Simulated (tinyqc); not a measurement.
# Yield against design margin

Cells fail independently with probability Q(k) = erfc(k/sqrt(2))/2 when the margin is k standard deviations, and Y = exp(-Nb Q(k)). phi = exp(-k^2/2)/sqrt(2 pi).  k = margin/s(dVT). With one spare that repairs any one cell, Y1 = exp(-x)(1 + x), x = Nb Q(k).

Inputs (values chosen for the exercise): number of cells Nb = 33554432.

s(dVT) = 6 mV

Result of one run:

| M (mV) | k | Q(k) | expected failures x | Y | Y1 |
|---|---|---|---|---|---|
| 31 | 5.1667 | 1.1915e-7 | 3.9981 | 0.018350 | 0.091717 |

What becomes of these results when the margin M is changed from 31 to 38 mV, all else the same?

Result of the changed run:

| M (mV) | k | Q(k) | expected failures x | Y | Y1 |
|---|---|---|---|---|---|
| 38 | 6.3333 | 1.1996e-10 | 0.0040252 | 0.99598 | 0.99999 |

The whole series:

| M (mV) | k | Q(k) | expected failures x | Y | Y1 |
|---|---|---|---|---|---|
| 27 | 4.5000 | 3.3977e-6 | 114.01 | 3.0718e-50 | 3.5328e-48 |
| 29 | 4.8333 | 6.7133e-7 | 22.526 | 1.6484e-10 | 3.8780e-9 |
| 31 | 5.1667 | 1.1915e-7 | 3.9981 | 0.018350 | 0.091717 |
| 32 | 5.3333 | 4.8213e-8 | 1.6178 | 0.19834 | 0.51921 |
| 34 | 5.6667 | 7.2801e-9 | 0.24428 | 0.78327 | 0.97461 |
| 36 | 6.0000 | 9.8659e-10 | 0.033104 | 0.96744 | 0.99946 |
| 38 | 6.3333 | 1.1996e-10 | 0.0040252 | 0.99598 | 0.99999 |
| 41 | 6.8333 | 4.1482e-12 | 1.3919e-4 | 0.99986 | 1.0000 |

Over a change of the margin from 27 to 41 mV, k goes from 4.50 to 6.83, the expected failures fall by 5.9 decades and the yield goes from 3.07e-50 to 0.9999. The spare helps most at M = 32 mV among the rows, where it lifts the yield from 0.198 to 0.519.

Program tinyqc, `OMP_NUM_THREADS=1 python tinyqc.py 2090020 2090021 out.jsonl`; Intel Xeon 2.30GHz, shared host, one thread, about 0.01 s.
